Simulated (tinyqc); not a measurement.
Kinetic Monte Carlo and master equation for a particle on a ring of sites with traps and bias: one step, computed by the program tinyqc.

6 sites on a ring, numbered 1 to 6. The saddle between i and i+1 lies at E0 + s b_i and site i at s eps_i; a force F tilts the landscape, with the saddle half-way.

Task: Steady state. Master equation dP/dt = W P, W_(i+1,i) = k right, W_(i-1,i) = k left, columns summing to zero. The steady state is its null vector; drift v = a sum P_i (k right - k left). D = a^2 lambda''(0)/2, where lambda(q) is the leading eigenvalue of W with right hops weighted by exp(q) and left hops by exp(-q). The slowest relaxation rate is minus the real part of the next eigenvalue of W. 1 angstrom = 1e-8 cm.

Inputs (values chosen for the exercise, for a model defect): temperature T = 650 K; site spacing a = 2 angstrom.

Disorder: random barriers.

Rates, shares of right hops and mean stays:
```
site  k right (1/s)  k left (1/s)  share right  mean stay (s)
1      1.601915e+07  4.878159e+06    0.7665652   4.785306e-08
2      2.034869e+07  8.128422e+06    0.7145630   3.511593e-08
3      5.429715e+06  1.032531e+07    0.3446338   6.347181e-08
4      5.834359e+07  2.755141e+06    0.9549067   1.636695e-08
5      3.413390e+06  2.960465e+07    0.1033795   3.028647e-08
6      9.613669e+06  1.732019e+06    0.8473412   8.813921e-08
```

Constants: k_B = 8.617333262e-05 eV/K.

Give: occupations P_i; drift velocity v; diffusivity D; slowest relaxation rate.

Result:

occupations P_i: 0.1129  0.1372  0.2031  0.1484  0.2690  0.1295

drift velocity v = 0.08327 cm/s

diffusivity D = 2.812e-09 cm^2/s

slowest relaxation rate = 7.153e+06 1/s
